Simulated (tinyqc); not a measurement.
MOS structure on a p-type body with a doping step (retrograde), non-linear Poisson equation by Newton steps: one step of the calculation.

One dimension, insulator interface at x = 0, acceptor density N1 for x < x1 and Na beyond, net doping C = -(acceptor density). psi is counted from the intrinsic level: n = ni exp((psi - Vb)/Vt), p = ni exp(-psi/Vt); deep in the body psi_b = -Vt ln(Na/ni). The gate acts through Cox = eps0 eox/tox and has the potential psi_G = Vg - (phiM - chi - Vt ln(Nc/ni)). Boltzmann statistics, full ionisation, classical densities, no oxide or interface charge.

Question. Newton step. Solve the tridiagonal system a_(i-1) d_(i-1) + b_i d_i + a_i d_(i+1) = -F_i for nodes 0 to 13, with d = 0 on fixed nodes. Each component d is damped to sign(d) Vt ln(1 + |d|/Vt) before it is added.

Parameters, values chosen for the exercise: temperature T = 300 K.

Constants: q = 1.602176634e-19 C, kB = 1.380649e-23 J/K, Vt = kB T/q. Results are converted to the units shown.

| interval | coupling a_i (F/cm^2) |
|---|---|
| 0 | 2.0364632e-5 |
| 1 | 1.4142106e-5 |
| 2 | 9.7906884e-6 |
| 3 | 6.7882107e-6 |
| 4 | 4.7140352e-6 |
| 5 | 3.2740566e-6 |
| 6 | 2.2779230e-6 |
| 7 | 1.5665102e-6 |
| 8 | 1.0948727e-6 |
| 9 | 7.5987433e-7 |
| 10 | 5.2486165e-7 |
| 11 | 3.6495756e-7 |
| 12 | 2.5455790e-7 |
| 13 | 1.7555717e-7 |

| node | diagonal b (F/cm^2) | residual F (C/cm^2) |
|---|---|---|
| 0 | -2.1351269e-5 | -3.8615414e-8 |
| 1 | -3.4506799e-5 | -1.3842463e-10 |
| 2 | -2.3932874e-5 | -1.9946369e-10 |
| 3 | -1.6578999e-5 | -2.8743912e-10 |
| 4 | -1.1502361e-5 | -4.1345284e-10 |
| 5 | -7.9882125e-6 | -5.9416496e-10 |
| 6 | -5.5520898e-6 | -8.5296231e-10 |
| 7 | -3.8445160e-6 | -1.2324525e-9 |
| 8 | -2.6614289e-6 | -1.7731974e-9 |
| 9 | -1.8547640e-6 | -4.9099141e-8 |
| 10 | -1.2847394e-6 | -7.0944470e-8 |
| 11 | -8.8981954e-7 | -1.0230700e-7 |
| 12 | -6.1951878e-7 | -1.4686344e-7 |
| 13 | -4.3179024e-7 | -2.1192466e-7 |

| node | psi at the start (V) |
|---|---|
| 0 | 0.26114127 |
| 1 | 0.25924786 |
| 2 | 0.25652135 |
| 3 | 0.25258305 |
| 4 | 0.24690281 |
| 5 | 0.23872328 |
| 6 | 0.22694625 |
| 7 | 0.21001915 |
| 8 | 0.18540480 |
| 9 | 0.15018734 |
| 10 | 0.09944391 |
| 11 | 0.02597954 |
| 12 | -0.07967284 |
| 13 | -0.23114578 |
| 14 | -0.45078153 |

Wanted: Newton step d, before damping; psi after iteration 1.

Answer.

| node | Newton step d, before damping (V) |
|---|---|
| 0 | -0.336 |
| 1 | -0.350 |
| 2 | -0.371 |
| 3 | -0.400 |
| 4 | -0.443 |
| 5 | -0.505 |
| 6 | -0.594 |
| 7 | -0.722 |
| 8 | -0.906 |
| 9 | -1.169 |
| 10 | -1.482 |
| 11 | -1.801 |
| 12 | -1.979 |
| 13 | -1.658 |

| node | psi after iteration 1 (V) |
|---|---|
| 0 | 0.1930 |
| 1 | 0.1901 |
| 2 | 0.1859 |
| 3 | 0.1801 |
| 4 | 0.1720 |
| 5 | 0.1606 |
| 6 | 0.1448 |
| 7 | 0.1230 |
| 8 | 0.0927 |
| 9 | 0.0511 |
| 10 | -0.0057 |
| 11 | -0.0841 |
| 12 | -0.1922 |
| 13 | -0.3391 |
| 14 | -0.4508 |

Numbers from tinyqc (`OMP_NUM_THREADS=1 python tinyqc.py 2080070 2080071 out.jsonl`; about 0.4 s on one thread of a shared Intel Xeon 2.30GHz).
